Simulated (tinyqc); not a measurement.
# Long-channel MOSFET, surface-potential model: what changes with what

n-channel transistor on a uniformly doped p-type body, gradual-channel approximation, constant mobility, Boltzmann statistics, full ionisation. Potentials are counted from the neutral body; V is the electron quasi-Fermi potential, Vsb at the source and Vsb + Vds at the drain. Charges are magnitudes per area.

Parameters, values chosen for the exercise; material values close to those of silicon: temperature T = 350 K; band gap Eg = 1.12 eV; relative permittivity of the semiconductor eps_r = 11.7; conduction-band density of states at T Nc = 3.57e19 cm^-3; valence-band density of states at T Nv = 3.4e19 cm^-3; acceptor density of the body Na = 1.6e18 cm^-3; relative permittivity of the gate insulator eox = 8.6; insulator thickness tox = 3.7 nm; flat-band voltage Vfb = -0.48 V; channel mobility mu = 200 cm^2/(V s); gate width W = 5 um; gate length L = 5 um; source-body reverse bias Vsb = 0.3 V; gate-source voltage Vgs = 1.46 V; drain-source voltage Vds = 0.1 V.

Constants: q = 1.602176634e-19 C, kB = 1.380649e-23 J/K, Vt = kB T/q, eps0 = 8.8541878128e-14 F/cm where lengths are in cm. Results are converted to the units shown.

Each table varies one quantity; the others keep the values above.

## Effect of the source-body reverse bias

ni = sqrt(Nc Nv) exp(-Eg/(2 Vt)), Eg in volts; phiF = Vt ln(Na/ni); Cox = eps0 eox/tox; gamma = sqrt(2 q eps0 eps_r Na)/Cox. The surface potential psi at channel potential V solves Vgs + Vsb - Vfb - psi = gamma sqrt(G), G = psi - Vt + Vt exp((psi - 2 phiF - V)/Vt). Charge sheet: Qi = Cox gamma [sqrt(G) - sqrt(psi - Vt)]; I = mu (W/L) [integral of Qi dpsi from psi_0 to psi_L (drift) + Vt (Qi0 - QiL) (diffusion)], with psi_0 at V = Vsb and psi_L at V = Vsb + Vds. VT = Vfb + 2 phiF + gamma sqrt(2 phiF + Vsb), m = 1 + gamma/(2 sqrt(2 phiF + Vsb)). The swing is 20 mV/log10[I(VT - 0.14 V)/I(VT - 0.16 V)] of the charge-sheet current at the given Vds.

The same in every row: gamma (V^0.5) = 0.3541.

Effect of the source-body reverse bias:
```
Vsb (V),VT (V),m,swing (mV/decade),"I at Vgs, Vds (uA)"
0,0.7964,1.183,85.13,17.60
0.5,0.8782,1.148,81.38,14.69
1,0.9467,1.127,79.42,12.24
1.5,1.007,1.113,78.18,10.11
2,1.061,1.103,77.30,8.218
2.5,1.110,1.096,76.64,6.526
3,1.157,1.089,76.13,5.012
```

As Vsb goes from 0 to 3 V, VT rises from 0.796 to 1.16 V, the swing falls from 85.1 to 76.1 mV a decade and the current falls from 17.6 to 5.01 uA. The swing is 3.6 % above m Vt ln 10 in the first row and 0.63 % above it in the last. In every row the surface electron density at the source passes 0.3 Nc, where degeneracy and quantisation, left out here, matter.

## Effect of the insulator thickness

Same model as above.

Effect of the insulator thickness:
```
tox (nm),gamma (V^0.5),VT (V),m,swing (mV/decade),"I at Vgs, Vds (uA)"
1.2,0.1149,0.5818,1.052,74.39,73.83
1.7,0.1627,0.6349,1.073,76.03,49.11
2.2,0.2106,0.6881,1.095,77.66,35.31
3,0.2871,0.7731,1.129,80.26,22.53
4.1,0.3924,0.8901,1.177,83.84,12.95
5.5,0.5264,1.039,1.237,88.40,6.275
7.4,0.7082,1.241,1.319,94.59,1.603
```

As tox goes from 1.2 to 7.4 nm, VT rises from 0.582 to 1.24 V, the swing rises from 74.4 to 94.6 mV a decade and the current falls from 73.8 to 1.60 uA. The swing is 1.9 % above m Vt ln 10 in the first row and 3.3 % above it in the last. In every row the surface electron density at the source passes 0.3 Nc, where degeneracy and quantisation, left out here, matter.

Numbers from tinyqc (`OMP_NUM_THREADS=1 python tinyqc.py 2360021 2360022 out.jsonl`; about 0.03 s on one thread of a shared Intel Xeon 2.30GHz).
